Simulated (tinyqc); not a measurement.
Level against strength of the defect: Koster-Slater impurity in an sp3s* host.

sp3s* tight binding, nearest neighbours only: anion (a) at 0, cation (c) at a/4 (1,1,1), orbitals s, px, py, pz, s* on each; k in units of 2 pi/a. With phases e_j = exp(i (pi/2) k.n_j) for n = (1,1,1), (1,-1,-1), (-1,1,-1), (-1,-1,1): g0 = (e1+e2+e3+e4)/4, g1 = (e1+e2-e3-e4)/4, g2 = (e1-e2+e3-e4)/4, g3 = (e1-e2-e3+e4)/4. The diagonal holds the levels Esa, Epa, Exa (s*) and Esc, Epc, Exc. Anion-cation block: <sa|sc> = Vss g0; <sa|xc> = Vsapc g1; <xa|sc> = -Vscpa g1; <xa|xc> = Vxx g0; <xa|yc> = <ya|xc> = Vxy g3, <xa|zc> = <za|xc> = Vxy g2, <ya|zc> = <za|yc> = Vxy g1; <s*a|xc> = Vxapc g1; <xa|s*c> = -Vpaxc g1; y and z take g2 and g3 in place of g1; s-s* and s*-s* vanish.

A defect on an anion site (a) shifts the s level there by Vs or the three p levels by Vp and leaves the rest. A level in the gap solves 1/Vs = G_s(E) (symmetry A1) or 1/Vp = G_p(E) (T2, threefold), with G(E) = (1/N^3) sum over k and bands of w/(E - e), where w is the weight of the state on the s orbital of that site, or the mean weight on its px, py, pz. Mesh: k = f1 (-1,1,1) + f2 (1,-1,1) + f3 (1,1,-1), f = (j + 1/2)/N, j = 0 to N - 1. Energies from the top of the valence band at Gamma; the s* orbital of the site is left as it is. An infinite shift removes the s or p orbitals, the model of the ideal vacancy: G(E) = 0.

Inputs chosen for the exercise (out of a larger set: near a published set for GaAs; not measured data): p = (-8.36, 1.042, -2.665, 3.667, 8.596, 6.725, -6.473, 1.953, 5.072, 4.493, 5.773, 4.85, 4.801) eV (order Esa, Epa, Esc, Epc, Exa, Exc, Vss, Vxx, Vxy, Vsapc, Vscpa, Vxapc, Vpaxc); N = 5 (mesh).

Eg (smallest gap of the host) = 1.55769 eV

A dash: no level in the gap from 0 to Eg. The last row is the ideal vacancy.

Levels (eV above the valence band):
```
shift (eV)     A1     T2
-40         0.930      -
-20         1.149      -
-12         1.341      -
-8          1.490      -
-5              -      -
-3              -      -
+3              -      -
+5              -  0.100
+8              -  0.488
+12             -  0.810
+20             -  1.090
+40         0.108  1.286
vacancy     0.604  1.452
```

What can be read from this table?

A1: a level lies in the gap for the attractive shifts -8, -12, -20 and -40 eV and for the repulsive +40 eV; both branches tend to the vacancy level, 0.604 eV, which pins them. T2: no attractive shift listed puts a level in the gap, but a level lies there for the repulsive +5, +8, +12, +20 and +40 eV; the vacancy level lies at 1.452 eV. A level passes the edges where the shift equals 1/G, a value that is sensitive to the mesh there: on this one 1/G(0) = 34.0 and 1/G(Eg) = -6.5 eV for s, 4.2 and -49.6 eV for p.

Computed by tinyqc, a small Python program: `OMP_NUM_THREADS=1 python tinyqc.py 1480337 1480338 out.jsonl` (the numbers bound the seed that draws the inputs); one thread of a shared host (Intel(R) Xeon(R) Processor @ 2.30GHz), about 0.02 s for the whole set of steps.
